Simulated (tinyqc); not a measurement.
Beam energy: resolution against speed: sputter depth profiling of a dopant layer: erosion rate, quantification and the mixing-roughness response. Computed by tinyqc, a small Python program. Command: `OMP_NUM_THREADS=1 python tinyqc.py 3005607 3005608 out.jsonl sims walk`. One thread of a shared host (Intel(R) Xeon(R) Processor @ 2.30GHz), about 0.01 s of CPU time with the checks.

A rastered ion beam erodes silicon (49.94 atoms per nm^3). The measured profile is the true one convolved with a depth response.

Inputs (values chosen for the exercise, modelled on a dopant in silicon under an oxygen or caesium beam):
```
quantity                               value    unit
beam energy E                           0.54     keV
beam current                             100      nA
raster side                              500      um
sputter yield at 1 keV                  0.68       -
mixing length at 1 keV                   1.9      nm
roughness sigma                          1.6      nm
depth of the layer z0                     46      nm
sheet density Q                      4.1e+12  1/cm^2
relative sensitivity factor RSF      3.2e+21  1/cm^3
matrix count rate                     800000     1/s
background count rate                   0.69     1/s
counting time per point                    1       s
level that defines the junction C_B    8e+16  1/cm^3
```

True profile: delta layer.

Constants: e = 1.602176634e-19 C.

Method:
- Scaling chosen for the exercise: yield Y = Y1 E^0.5, mixing length w = w1 E^0.5 (E in keV).
- Erosion rate = Y I/(e x raster^2 x density); depth step = rate x counting time; concentration = RSF x counts/matrix counts; detection limit = RSF x 3 sqrt(background x time)/(matrix rate x time).
- Mixing alone turns a layer at z0 into (1/w) exp(-(z - z0 + w)/w) for z > z0 - w; roughness adds a Gaussian of width sigma. With x = z - z0 + w: g(x) = (1/(2w)) exp(sigma^2/(2 w^2) - x/w) erfc((sigma/w - x/sigma)/sqrt2), and its integral G(x) = (1/2) erfc(-x/(sigma sqrt2)) - w g(x). Measured: Q g(x), 1 nm = 1e-7 cm.
- Width = full width at half maximum; the apparent junction is the deep point where the profile falls to C_B; time to profile to twice z0 = 2 z0/erosion rate, at fixed current.

erosion rate = 0.0249808 nm/s

Measured values:
```
E (keV)  w (nm)  peak (1/cm^3)  width (nm)  apparent junction (nm)  time (min)
0.15     0.7359     9.4343e+18      4.0547                  51.800      116.46
0.25     0.9500     9.0741e+18      4.1895                  52.372       90.21
0.50     1.3435     8.4181e+18      4.4508                  53.595       63.79
1.00     1.9000     7.5801e+18      4.8315                  55.409       45.11
2.00     2.6870     6.6077e+18      5.3781                  57.898       31.89
4.00     3.8000     5.5748e+18      6.1636                  61.173       22.55
8.00     5.3740     4.5600e+18      7.2951                  65.357       15.95
```

What does the comparison show, and why?

From the highest to the lowest energy the width goes from 7.30 to 4.05 nm, towards the floor set by roughness, 2.355 sigma = 3.77 nm, and the junction error from 19.4 to 5.80 nm, at 7.3 times the time. Extrapolating the tail slope to zero energy separates mixing from real diffusion. Caution: the surface transient, segregation under the beam and the growth of roughness with depth are left out, and real yields fall faster near the sputter threshold.

Extremes, crossings and ranges named in words are read from the listed rows.
